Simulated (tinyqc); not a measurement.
## Pull-up strength from the switching point

Inverse problem. Transistor (EKV form, voltages against the body): I = 2 n b Vt^2 [F(vp - Vs) - F(vp - Vd)] from drain to source, F(v) = ln^2(1 + exp(v/(2 Vt))), vp = (Vg - VT + sg |Vd - Vs|)/n. n-channel bodies are at 0; for the p-channel device all voltages are counted down from Vdd. b in uA/V^2 gives I in uA. In an inverter In(Vg = Vd = VM) equals Ip at the switching point VM. Find bp and the current there.

Values chosen for this exercise:
```
symbol,value,unit,meaning
T,293,K,temperature
Vdd,0.5,V,supply voltage
n,1.4,,slope factor
sg,0.109,,drain-induced barrier lowering
VTn,0.32,V,n-channel threshold
VTp,0.42,V,p-channel threshold (magnitude)
bn,730,uA/V^2,gain factor of the pull-down transistor
```

Constants: q = 1.602176634e-19 C, kB = 1.380649e-23 J/K, Vt = kB T/q. Results are converted to the units shown.

VM = 0.217824399 V

Solution. Ip is proportional to bp, so bp is In(VM) over the p-channel current for unit b.

bp = 1500 uA/V^2
current at VM = 0.1058 uA

Numbers from tinyqc (`OMP_NUM_THREADS=1 python tinyqc.py 2340074 2340075 out.jsonl`; about 0.03 s on one thread of a shared Intel Xeon 2.30GHz).
